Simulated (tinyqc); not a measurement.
# Avrami exponent and activation energy from three anneals

Question. Isothermal crystallisation follows X = 1 - exp(-(k t)^n) with k proportional to exp(-Ec q/(kB T)). Find n, k at both temperatures and Ec.

Constants: q = 1.602176634e-19 C, kB = 1.380649e-23 J/K. Results are converted to the units shown.

X at (439 K, 930 s), (439 K, 1860 s) and (459 K, 33 s): 0.12085382  0.87265629  0.32403765

Answer. -ln(1 - X) = (k t)^n: the two times give n, and the two rates give Ec.

n = 4.000
k at 439 K = 6.442e-4 1/s
k at 459 K = 0.02397 1/s
Ec = 3.140 eV

Computed by the program tinyqc: `OMP_NUM_THREADS=1 python tinyqc.py 2490062 2490063 out.jsonl`, one thread of a shared Intel Xeon 2.30GHz, about 0.03 s for the whole run.
